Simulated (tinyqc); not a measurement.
Ewald sum of point charges, simple cubic lattice in a neutralising background, step by step. Computed by tinyqc, a small Python program that keeps every step. Command: `OMP_NUM_THREADS=1 python tinyqc.py 26944 26945 out.jsonl` (the two numbers bound the seeds that draw the settings). One thread of a shared host (Intel(R) Xeon(R) Processor @ 2.60GHz), about 0.02 s of CPU time with the checks.

## Ewald sum with eta = 0.47 1/bohr

cell vectors (rows) (bohr):
```
[[6.76000, 0.00000, 0.00000],
 [0.00000, 6.76000, 0.00000],
 [0.00000, 0.00000, 6.76000]]
```

Charges:
```
q             f1       f2       f3
2.00000  0.00000  0.00000  0.00000
```

Real space: 1/2 sum q_i q_j erfc(eta r)/r over all images with r > 0; reciprocal space: (2 pi/V) sum_(G != 0) exp(-G^2/4 eta^2)/G^2 |S(G)|^2 with S(G) = sum q exp(i G.r); self term -eta/sqrt(pi) sum q^2; background -pi Q^2/(2 V eta^2), Q the total charge.

Real-space shells (first ones):
```
r (bohr)  pairs  sum (hartree)
6.76000       6       1.25e-05
9.56008      12       5.25e-10
11.70866      8              0
```

Reciprocal shells (first ones that count):
```
G^2 (1/bohr^2)  vectors  sum (hartree)
0.86391               6        0.21255
1.72781              12        0.07996
2.59172               8        0.01337
3.45562               6        0.00283
4.31953              24        0.00340
5.18343              24        0.00107
6.91125              12        0.00006
7.77515              30       4.73e-05
8.63906              24       1.28e-05
9.50296              24       4.39e-06
10.36687              8       5.04e-07
11.23077             24       5.25e-07
```

## The total does not depend on eta

The same sums for other eta.

Totals (hartree per cell):
```
eta          real  reciprocal      self  background       total
0.47000  1.25e-05     0.31330  -1.06068    -0.09208  -0.8394371
0.68800  8.50e-11     0.75618  -1.55265    -0.04297  -0.8394371
0.95100         0     1.32923  -2.14618    -0.02249  -0.8394371
```

shortest distance = 6.76000 bohr
